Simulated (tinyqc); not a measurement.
What each parameter does: strain-driven crossing of the Gamma and L valleys in a germanium-like crystal alloyed with tin.

Biaxial loads: e0 is the in-plane strain e_par and the normal is free. (001): e_perp = -2 (C12/C11) e_par; exx = eyy = e_par, ezz = e_perp, no shear. (111): e_perp = -(2 C11 + 4 C12 - 4 C44)/(C11 + 2 C12 + 4 C44) e_par; exx = eyy = ezz = (2 e_par + e_perp)/3 and exy = eyz = ezx = (e_perp - e_par)/3. (110): e_perp = -(C11 + 3 C12 - 2 C44)/(C11 + C12 + 2 C44) e_par; exx = eyy = (e_par + e_perp)/2, ezz = e_par, exy = (e_perp - e_par)/2, eyz = ezx = 0. Uniaxial loads: a stress along n, scaled so that n.e.n = e0, with exx = s11 sxx + s12 (syy + szz), exy = s44 sxy/2, s11 = (C11 + C12)/((C11 - C12)(C11 + 2 C12)), s12 = -C12/((C11 - C12)(C11 + 2 C12)), s44 = 1/C44.

Edges from the unstrained valence top: Gamma at Eg + ac tr(e); an L valley with unit axis u at EgL + aL tr(e) + XuL (u.e.u - tr(e)/3), u along [111], [1-1-1], [-11-1], [-1-11]; valence edges are the levels of the 6 x 6 matrix of X, Y, Z times spin with -Dso/3 + l exx + m (eyy + ezz) on the diagonal (cyclic), n exy off it, l = av + 2 b, m = av - b, n = sqrt(3) d. Spin-orbit term (Dso/3) L.sigma on X, Y, Z with (L_k)_ij = -i epsilon_kij: <X+|H|Y+> = -i Dso/3, <X+|H|Z-> = Dso/3, <Y+|H|Z-> = -i Dso/3, <Z+|H|X-> = -Dso/3, <Z+|H|Y-> = i Dso/3, <X-|H|Y-> = i Dso/3, and their conjugates; + and - are the spin along z.

With tin the unstrained gaps become E(y) = (1 - y) E + y EgS - CS y (1 - y); all other values are kept.

Parameters, chosen for this exercise (near those of Ge, gaps at low temperature; the results hold for these values, not for the real material):
- Eg = 0.882 eV (gap at Gamma to the s-like level)
- EgL = 0.755 eV (gap to L)
- Dso = 0.289 eV (spin-orbit splitting)
- ac = -8.24 eV (conduction deformation potential)
- av = 1.24 eV (valence hydrostatic potential)
- b = -2.59 eV (tetragonal shear potential)
- d = -5.31 eV (trigonal shear potential)
- aL = -1.45 eV (hydrostatic potential of the L edge, Xd + Xu/3)
- XuL = 16.27 eV (uniaxial potential, L)
- y = 0.018 (tin fraction)
- EgS = (-0.416, 0.051) eV (Gamma and L gaps of the tin end)
- CS = (2.83, 1.06) eV (bowing of the Gamma and L gaps)
- C11 = 127.8 GPa
- C12 = 48.1 GPa
- C44 = 67.2 GPa
- load = uniaxial [110] (kind of strain)
- e0 = -0.0325 (size of the strain)

Direct gap, Gamma minus the lowest L edge and the valence splitting.

Results for these values:
```
case  direct gap (eV)  Gamma - L (meV)  valence splitting (meV)
base           0.8291            399.6                    276.4
```

What happens to each result for y = 0.0153, all else kept?

Answer: direct gap rises from 0.8291 to 0.8400; Gamma - L rises from 399.6 to 405.9; valence splitting does not change at the printed digits.

The same for each parameter in turn:
```
case              direct gap (eV)  Gamma - L (meV)  valence splitting (meV)
base                       0.8291            399.6                    276.4
Dso = 0.24565 eV           0.8241            399.6                    280.5
b = -2.2015 eV             0.8389            399.6                    264.1
y = 0.0153                 0.8400            405.9                    276.4
e0 = -0.02763              0.8303            352.5                    231.5
XuL = 18.7105 eV           0.8291            426.6                    276.4
av = 1.426 eV              0.8328            399.6                    276.4
C44 = 57.12 GPa            0.8084            402.8                    287.4
```

(tinyqc, `OMP_NUM_THREADS=1 python tinyqc.py 1080092 1080093 out.jsonl`, Intel(R) Xeon(R) Processor @ 2.30GHz, 1 thread, shared host, about 0.01 s.)
